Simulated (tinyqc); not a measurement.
Pariser-Parr-Pople SCF with singles CI, for the molecule c1ccc2[nH]ccc2c1 (SMILES; centres numbered as the heavy atoms are written), step by step. One step of it, computed by the program tinyqc.

Task: Iteration 2: orbitals and new P. Diagonalise F (the basis is taken as orthonormal) and form P = 2 sum c c over the lowest orbitals.

F (eV):
```
           1C         2C         3C         4C          5N         6C         7C         8C
1C  -4.934555  -4.023908   0.149132   0.608784   -0.284535  -0.061168   0.195670   0.160405
2C  -4.023908  -5.101524  -4.404508   0.038640    0.268865  -0.175957  -0.119829   0.447066
3C   0.149132  -4.404508  -5.663341  -4.134655    0.211662   0.121232  -0.031799  -0.163085
4C   0.608784   0.038640  -4.134655  -6.355377   -3.648895   0.388179   0.267145  -3.756361
5N  -0.284535   0.268865   0.211662  -3.648895  -10.630713  -3.704837   0.553839   0.419779
6C  -0.061168  -0.175957   0.121232   0.388179   -3.704837  -6.504626  -4.645083   0.049066
7C   0.195670  -0.119829  -0.031799   0.267145    0.553839  -4.645083  -5.780054  -3.718102
8C   0.160405   0.447066  -0.163085  -3.756361    0.419779   0.049066  -3.718102  -5.580547
9C  -4.255441   0.151097   0.418427  -0.131780   -0.046573   0.329355   0.040569  -4.229671

           9C
1C  -4.255441
2C   0.151097
3C   0.418427
4C  -0.131780
5N  -0.046573
6C   0.329355
7C   0.040569
8C  -4.229671
9C  -5.060454
```

pi electrons, sum of z_r less the charge = 10

Give: orbital energies; P after iteration 2.

Result:

orbital energies (eV): -15.1798  -12.4528  -11.4246  -9.7278  -9.0415  -1.1666  -0.2652  0.7552  2.8918

P after iteration 2:
```
         1C       2C       3C       4C       5N       6C       7C       8C
1C   1.0255   0.6114  -0.0310  -0.3001   0.1398   0.0419  -0.1333  -0.0340
2C   0.6114   1.0050   0.7145  -0.0387  -0.1228   0.1569   0.0455  -0.2689
3C  -0.0310   0.7145   1.0486   0.5969  -0.1428  -0.0587   0.0585   0.0277
4C  -0.3001  -0.0387   0.5969   1.0658   0.4360  -0.2393  -0.0996   0.5379
5N   0.1398  -0.1228  -0.1428   0.4360   1.6430   0.4691  -0.2821  -0.1944
6C   0.0419   0.1569  -0.0587  -0.2393   0.4691   1.0762   0.8047  -0.0563
7C  -0.1333   0.0455   0.0585  -0.0996  -0.2821   0.8047   1.0884   0.4808
8C  -0.0340  -0.2689   0.0277   0.5379  -0.1944  -0.0563   0.4808   1.0491
9C   0.7030  -0.0008  -0.3190   0.0336   0.0628  -0.1907  -0.0265   0.6015

         9C
1C   0.7030
2C  -0.0008
3C  -0.3190
4C   0.0336
5N   0.0628
6C  -0.1907
7C  -0.0265
8C   0.6015
9C   0.9985
```
